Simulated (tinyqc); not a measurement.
# Keating valence-force model of a tetrahedral crystal, step by step

A worked calculation. Computed by tinyqc, a small Python program that keeps every step. Command: `OMP_NUM_THREADS=1 python tinyqc.py 3015097 3015098 out.jsonl keating walk`. One thread of a shared host (Intel(R) Xeon(R) Processor @ 2.30GHz), about 0.02 s of CPU time with the checks. Intermediate numbers are printed to about 6 digits and carried at full precision; extremes and crossings named in words are read from the listed rows.

Atom A sits at 0 and atom B at a/4 (1,1,1) of an fcc lattice; the four bonds from A are t = a/4 (1,1,1), a/4 (1,-1,-1), a/4 (-1,1,-1), a/4 (-1,-1,1), of length d = sqrt(3) a/4. Energy: E = (3 alpha/(8 d^2)) sum over bonds (r.r - d^2)^2 + (3 beta/(8 d^2)) sum over pairs of bonds at one atom (r_i.r_j + d^2/3)^2, with beta_A for the six pairs at A and beta_B for the six at B. The cell holds two atoms, Omega = a^3/4. 1 N/m = 1 J/m^2. With constants fitted to the elastic moduli this model puts optical and zone-boundary frequencies of real crystals too high, by up to about 20 % in elemental crystals and up to about 50 % in compounds, and mostly by more for TA modes; in compounds the lattice part of the static dielectric constant then comes out too low.

Inputs (values chosen for the exercise, modelled on indium arsenide):

| quantity | value | unit |
|---|---|---|
| lattice constant a | 6.058 | angstrom |
| mass M_A | 114.82 | u |
| mass M_B | 74.92 | u |
| bond stretching alpha | 34.7 | N/m |
| bond bending beta_A | 5.29 | N/m |
| bond bending beta_B | 3.91 | N/m |
| Born charge Z* | 2.48 | e |
| eps_inf | 12.1 | - |
| mesh divisions n | 6 | - |
| temperature T | 200 | K |

Structure: zinc blende.

wave vector q (2 pi/a): 0.22  0.13  0.047

Constants: 1 eV/angstrom^2 = 16.02176634 J/m^2; nu for 1 eV/(angstrom^2 u) = 15.6333042 THz; 1 THz = 33.35640952 1/cm; e^2/(4 pi eps_0) = 14.39964548 eV angstrom; u = 1.6605390666e-27 kg; h x 1 THz = 4.135667696 meV; k_B = 8.617333262e-05 eV/K.

## Dynamical matrix at q

With displacements u exp(i q.r), each bracket changes by g.u, where g = (g_A, g_B): bond t, g = (-2 t, 2 t exp(i q.t)); pair (i, j) at A, g = (-(t_i + t_j), t_i exp(i q.t_j) + t_j exp(i q.t_i)); pair at B, g = (-t_i exp(-i q.t_j) - t_j exp(-i q.t_i), t_i + t_j). Then D_mn = sum over the 4 bonds and 12 pairs of (4 k/a^2) conj(g_m) g_n / sqrt(M_m M_n), with k = alpha or beta converted to eV/angstrom^2. Only the short-range forces enter; the Coulomb field of the charges is left out.

D(q) (eV/(angstrom^2 u)):
```
                     A x                  A y                  A z                  B x
A x             0.086384   0.000538+0.000046i   0.000199+0.000185i  -0.097200+0.000536i
A y   0.000538-0.000046i             0.085765   0.000124+0.000097i   0.005550-0.005506i
A z   0.000199-0.000185i   0.000124-0.000097i             0.085532   0.001982-0.015417i
B x  -0.097200-0.000536i   0.005550+0.005506i   0.001982+0.015417i             0.132894
B y   0.005550+0.005506i  -0.097200-0.000536i   0.001140+0.026802i   0.001116+0.000095i
B z   0.001982+0.015417i   0.001140+0.026802i  -0.097200-0.000536i   0.000413+0.000383i

                     B y                  B z
A x   0.005550-0.005506i   0.001982-0.015417i
A y  -0.097200+0.000536i   0.001140-0.026802i
A z   0.001140-0.026802i  -0.097200+0.000536i
B x   0.001116-0.000095i   0.000413-0.000383i
B y             0.131611   0.000257-0.000200i
B z   0.000257+0.000200i             0.131126
```

## Frequencies at q

Diagonalise the Hermitian matrix D. An eigenvalue lambda of D in eV/(angstrom^2 u) gives nu = 15.6333042 THz x sqrt(lambda). The weight on A is the sum of |e|^2 over the three components of atom A.

frequencies (THz): 0.74986  0.91025  1.66878  7.14187  7.22066  7.23531

weights on atom A: 0.607439  0.608600  0.618633  0.381837  0.391090  0.392402

The top mode has 39 % of its weight on A, the heavier atom.

## Elastic constants and internal strain

beta = (beta_A + beta_B)/2; C11 = (alpha + 3 beta)/a, C12 = (alpha - beta)/a, C44 = 4 alpha beta/(a (alpha + beta)); with the two sublattices clamped C44(0) = (alpha + beta)/a; internal-strain parameter zeta = (alpha - beta)/(alpha + beta); B = (C11 + 2 C12)/3.

C11 = 80.0594 GPa

C12 = 49.6864 GPa

C44 = 26.8179 GPa

clamped C44(0) = 64.8729 GPa

internal-strain parameter zeta = 0.765903

bulk modulus B = 59.8107 GPa

Letting the sublattices shift lowers C44 by 59 %, which is zeta^2. With zeta near 1 a shear keeps the bond lengths and bends the angles. The model fixes 2 C44 (C11 + C12)/((C11 - C12)(C11 + 3 C12)) = 1.000 whatever alpha and beta are.

## Optical mode at the zone centre

beta = (beta_A + beta_B)/2; mu = M_A M_B/(M_A + M_B); lambda = 4 (alpha + beta)/mu with the springs in eV/angstrom^2; nu = 15.6333042 THz x sqrt(lambda).

reduced mass mu = 45.3374 u

nu_TO at G = 7.27267 THz

the same as a wavenumber = 242.590 1/cm

## LO-TO splitting

The long-range field adds 4 pi Z*^2 (e^2/(4 pi eps_0))/(eps_inf Omega mu) to lambda for the longitudinal mode at q -> 0; lambda = (nu/15.6333042 THz)^2; eps_0 = eps_inf (nu_LO/nu_TO)^2 (Lyddane-Sachs-Teller; here eps_0 is the static dielectric constant).

nu_LO at G = 7.86208 THz

static dielectric constant = 14.1408

The splitting is 8.1 % of nu_TO, and the lattice adds 2.04 to the dielectric constant.

## Frequencies at the zone boundary

The formulas are those given above.

Frequencies (THz) at points given in 2 pi/a:

| point | nu 1 | nu 2 | nu 3 | nu 4 | nu 5 | nu 6 |
|---|---|---|---|---|---|---|
| X (1, 0, 0) | 2.42440 | 2.42440 | 4.79191 | 6.02623 | 6.85667 | 6.85667 |
| L (0.5, 0.5, 0.5) | 1.71754 | 1.71754 | 4.41016 | 6.18318 | 7.06695 | 7.06695 |
| W (1, 0.5, 0) | 2.67822 | 2.71072 | 4.56997 | 5.65748 | 6.91351 | 7.06060 |
| K (0.75, 0.75, 0) | 2.24121 | 2.90111 | 4.55994 | 5.77548 | 6.91872 | 7.03327 |

At X the two longitudinal modes are split (4.79 and 6.03 THz) because each moves one sublattice alone.

## Lowest frequency at X

Take the lowest frequency at X = (1, 0, 0) 2 pi/a, the transverse acoustic (TA) mode.

TA frequency at X = 2.42440 THz

## Transverse acoustic branch against its sound line

The sound line is nu = v q/(2 pi) with v = sqrt(C44/rho), rho = (M_A + M_B)/Omega; the clamped line uses C44(0).

Frequencies (THz) along G-X:

| q (2 pi/a) | lowest branch | sound line, relaxed C44 | sound line, clamped C44(0) | third-lowest frequency | highest frequency |
|---|---|---|---|---|---|
| 0.05 | 0.17939 | 0.17952 | 0.27921 | 0.31003 | 7.27045 |
| 0.15 | 0.53504 | 0.53856 | 0.83763 | 0.92670 | 7.25296 |
| 0.30 | 1.04865 | 1.07712 | 1.67527 | 1.83049 | 7.19667 |
| 0.45 | 1.51789 | 1.61568 | 2.51290 | 2.68854 | 7.11250 |
| 0.60 | 1.91698 | 2.15424 | 3.35053 | 3.47680 | 7.01547 |
| 0.75 | 2.21730 | 2.69280 | 4.18816 | 4.16244 | 6.92642 |
| 0.90 | 2.39039 | 3.23136 | 5.02580 | 4.66670 | 6.86860 |
| 1.00 | 2.42440 | 3.59040 | 5.58422 | 4.79191 | 6.85667 |

At small q the branch follows the relaxed line (0.999 of it, against 0.642 of the clamped one): in a long shear wave the sublattices shift against each other. At X it reaches 68 % of the relaxed line. Real tetrahedral semiconductors have flatter TA branches than a Keating model fitted to their elastic constants, which needs longer-ranged terms to mend.

## Thermal sums on a mesh

Mesh: q = sum_i (m_i + 1/2)/n b_i, m_i = 0..n-1, with b = [[-1, 1, 1], [1, -1, 1], [1, 1, -1]] in 2 pi/a; sums over the six modes are averaged over the n^3 points and halved, per atom. With x = h nu/(k_B T) and n = 1/(exp(x) - 1) for each mode: F = k_B T [x/2 + ln(1 - exp(-x))], U = k_B T x (n + 1/2), S/k_B = x n - ln(1 - exp(-x)), C/k_B = x^2 n (n + 1). The acoustic share counts the three lowest modes at each q; zero-point energy = sum h nu/2.

free energy F = 2.19479 meV/atom

entropy S = 3.25001 k_B/atom

heat capacity C = 2.65055 k_B/atom

acoustic share of C = 0.544511

zero-point energy = 29.3227 meV/atom

C is 88 % of the classical value; the optical modes are partly excited.

Checks made by the program: slopes of the acoustic branches along [110] against C11, C12 and the relaxed C44 (relative difference 9e-07); zone-centre optical mode against D(q = 0) (relative difference below 1e-10); longitudinal modes at X against the diagonal of D (relative difference below 1e-10).
